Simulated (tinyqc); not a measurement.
Lattice vibrations of a chain, step by step. Computed by tinyqc, a small Python program that keeps every step. Command: `OMP_NUM_THREADS=1 python tinyqc.py 21859 21860 out.jsonl` (the two numbers bound the seeds that draw the settings). One thread of a shared host (Intel(R) Xeon(R) Processor @ 2.60GHz), about 0.01 s of CPU time with the checks.

## Dynamical matrix at q = 0.16

A chain moving along its axis:
```
atom   mass (u)  spring to the next atom (eV/angstrom^2)
1     76.800000                                27.200000
2     60.800000                                15.100000
```

q is in units of 2 pi/a. A spring k from atom i to atom j, n cells on, adds k to Phi_ii and Phi_jj, -k exp(2 pi i q n) to Phi_ij and the conjugate to Phi_ji (for one atom a cell: 2k (1 - cos 2 pi q n)); D_ij = Phi_ij / sqrt(m_i m_j).

D(q) (eV/(angstrom^2 u)):
```
                     1                    2
1             0.550781  -0.516454+0.186576i
2  -0.516454-0.186576i             0.695724
```

## Frequencies

omega^2 are the eigenvalues; wavenumber = 521.4708 sqrt(eigenvalue) 1/cm.

eigenvalues: 0.069369  1.177136

wavenumbers (1/cm): 137.3  565.8

weights |e|^2 of the mass-weighted modes:
```
          mode 1    mode 2
atom 1  0.565421  0.434579
atom 2  0.434579  0.565421
```

## Dispersion and heat capacity

C/k_B per atom = mean over q = (j + 1/2)/80, j = 0..39 and all branches of y^2 e^y/(e^y - 1)^2, y = hc wavenumber / k_B T.

Wavenumbers (1/cm):
```
q           branch 1    branch 2
0.000000    0.000000  582.206463
0.062500   54.285693  579.670103
0.125000  107.890008  572.122462
0.187500  160.090195  559.763784
0.250000  210.048409  542.995425
0.312500  256.633404  522.593208
0.375000  297.915345  500.210768
0.437500  329.662849  479.882039
0.500000  342.715006  470.649328
```

Heat capacity:
```
T (K)  C/k_B per atom
20           0.052715
50           0.134626
100          0.284702
200          0.575699
300          0.752322
600          0.924528
1200         0.980073
```

zero-point energy per atom = 22.767272 meV
